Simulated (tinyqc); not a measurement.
Inside a calculation (part 2 of 2). Method: RKS/BP86 in the sto-6g basis, for BeH2, spin multiplicity 1. Computed by tinyqc, a small Python program that keeps every step (integrals from PySCF). Command: `OMP_NUM_THREADS=1 python tinyqc.py 29143 29144 out.jsonl` (the two numbers bound the seeds that draw the settings). One thread of a shared host (Intel(R) Xeon(R) Processor @ 2.60GHz), about 0.6 s of CPU time with the checks.

Geometry (angstrom):
```
atom,x,y,z
Be,0.000000,0.000000,0.000000
H,0.000000,1.442000,0.000000
H,0.000000,-1.502000,0.000000
```

## Iteration 9 (converged): orbitals

converged F (hartree):
```
,1Be 1s,1Be 2s,1Be 2px,1Be 2py,1Be 2pz,2H 1s,3H 1s
1Be 1s,-3.769636,-1.061236,0.000000,-0.000307,0.000000,-0.242377,-0.212148
1Be 2s,-1.061236,-0.467851,0.000000,-0.004573,0.000000,-0.240746,-0.223523
1Be 2px,0.000000,0.000000,0.008680,0.000000,0.000000,0.000000,0.000000
1Be 2py,-0.000307,-0.004573,0.000000,-0.097149,0.000000,-0.189641,0.181683
1Be 2pz,0.000000,0.000000,0.000000,0.000000,0.008680,0.000000,0.000000
2H 1s,-0.242377,-0.240746,0.000000,-0.189641,0.000000,-0.172494,-0.025962
3H 1s,-0.212148,-0.223523,0.000000,0.181683,0.000000,-0.025962,-0.160374
```

X:
```
,1Be 1s,1Be 2s,1Be 2px,1Be 2py,1Be 2pz,2H 1s,3H 1s
1Be 1s,1.027261,-0.148035,0.000000,-0.000216,0.000000,0.017834,0.018663
1Be 2s,-0.148035,1.197085,0.000000,0.015550,0.000000,-0.276355,-0.247892
1Be 2px,0.000000,0.000000,1.000000,0.000000,0.000000,0.000000,0.000000
1Be 2py,-0.000216,0.015550,0.000000,1.288305,0.000000,-0.383430,0.358473
1Be 2pz,0.000000,0.000000,0.000000,0.000000,1.000000,0.000000,0.000000
2H 1s,0.017834,-0.276355,0.000000,-0.383430,0.000000,1.243886,-0.077986
3H 1s,0.018663,-0.247892,0.000000,0.358473,0.000000,-0.077986,1.213567
```

Diagonalise F' = X^T F X, C = X C', fill 3 alpha and 3 beta electrons from the bottom; D = 2 C_occ C_occ^T. Each column has its largest component positive (the first on a tie).

F' = X^T F X (hartree):
```
,1,2,3,4,5,6,7
1,-3.680094,-0.574402,0.000000,0.000941,0.000000,-0.037153,-0.025827
2,-0.574402,-0.146925,0.000000,0.006617,0.000000,-0.168736,-0.151770
3,0.000000,0.000000,0.008680,0.000000,0.000000,0.000000,0.000000
4,0.000941,0.006617,0.000000,0.155176,0.000000,-0.256691,0.241834
5,0.000000,0.000000,0.000000,0.000000,0.008680,0.000000,0.000000
6,-0.037153,-0.168736,0.000000,-0.256691,0.000000,0.032931,-0.066941
7,-0.025827,-0.151770,0.000000,0.241834,0.000000,-0.066941,0.020710
```

orbital energies (hartree): MO1 -3.772853, MO2 -0.264654, MO3 -0.228862, MO4 0.008680, MO5 0.008680, MO6 0.168915, MO7 0.479251

coefficients C:
```
,MO1,MO2,MO3,MO4,MO5,MO6,MO7
1Be 1s,0.991360,-0.217854,0.023473,0.000000,0.000000,-0.216667,-0.009833
1Be 2s,0.034711,0.607346,-0.075353,0.000000,0.000000,1.099973,0.085418
1Be 2px,0.000000,0.000000,0.000000,-0.100561,0.994931,0.000000,0.000000
1Be 2py,0.000275,0.055994,0.480593,0.000000,0.000000,-0.048512,1.303470
1Be 2pz,0.000000,0.000000,0.000000,0.994931,0.100561,0.000000,0.000000
2H 1s,-0.005979,0.421078,0.381358,0.000000,0.000000,-0.735479,-0.955686
3H 1s,-0.005878,0.323466,-0.473992,0.000000,0.000000,-0.797174,0.839230
```

D after iteration 9:
```
,1Be 1s,1Be 2s,1Be 2px,1Be 2py,1Be 2pz,2H 1s,3H 1s
1Be 1s,2.061611,-0.199341,0.000000,-0.001291,0.000000,-0.177419,-0.174843
1Be 2s,-0.199341,0.751505,0.000000,-0.004393,0.000000,0.453592,0.463936
1Be 2px,0.000000,0.000000,0.000000,0.000000,0.000000,0.000000,0.000000
1Be 2py,-0.001291,-0.004393,0.000000,0.468211,0.000000,0.413709,-0.419374
1Be 2pz,0.000000,0.000000,0.000000,0.000000,0.000000,0.000000,0.000000
2H 1s,-0.177419,0.453592,0.000000,0.413709,0.000000,0.645553,-0.089043
3H 1s,-0.174843,0.463936,0.000000,-0.419374,0.000000,-0.089043,0.658666
```

Within a degenerate level the vectors are fixed only up to a rotation; this is one choice.

## Convergence

Stop when the energy changes by less than 1e-10 hartree and every element of the error matrix X^T (F D S - S D F) X is below 3e-06.

Course of the cycle:
```
iteration,E (hartree),change,largest element of the error matrix
1,-10.22238490,-,4.23e+00
2,-15.81833282,-5.60e+00,1.36e-01
3,-15.83663766,-1.83e-02,7.00e-02
4,-15.84308942,-6.45e-03,1.79e-02
5,-15.84354020,-4.51e-04,9.61e-04
6,-15.84354345,-3.25e-06,1.80e-04
7,-15.84354349,-4.09e-08,1.66e-05
8,-15.84354349,-4.72e-10,3.41e-07
9,-15.84354349,-1.58e-13,3.61e-09
```

PySCF RKS in the same basis, fine grid = -15.84294873 hartree

Converged in 9 iterations. The coarse grid moves the energy by -5.95e-04 hartree.

## Populations, bond orders and dipole

overlap S:
```
,1Be 1s,1Be 2s,1Be 2px,1Be 2py,1Be 2pz,2H 1s,3H 1s
1Be 1s,1.000000,0.254764,0.000000,0.000000,0.000000,0.057496,0.050296
1Be 2s,0.254764,1.000000,0.000000,0.000000,0.000000,0.420262,0.397192
1Be 2px,0.000000,0.000000,1.000000,0.000000,0.000000,0.000000,0.000000
1Be 2py,0.000000,0.000000,0.000000,1.000000,0.000000,0.494841,-0.475765
1Be 2pz,0.000000,0.000000,0.000000,0.000000,1.000000,0.000000,0.000000
2H 1s,0.057496,0.420262,0.000000,0.494841,0.000000,1.000000,0.023989
3H 1s,0.050296,0.397192,0.000000,-0.475765,0.000000,0.023989,1.000000
```

Mulliken: Z minus the diagonal of D S on the atom; Loewdin: the same with S^(1/2) D S^(1/2); Mayer order: 2 sum_s sum (D(s) S)_ij (D(s) S)_ji over the two atoms.

Charges (e):
```
atom,Mulliken,Loewdin
1Be,0.060096,0.047040
2H,-0.028564,-0.022146
3H,-0.031531,-0.024894
```

Mayer bond orders:
```
pair,order
2-1,0.989682
3-1,0.989503
3-2,0.009502
```

dipole moment about the origin, x y z (debye): 0.000000  0.025927  0.000000
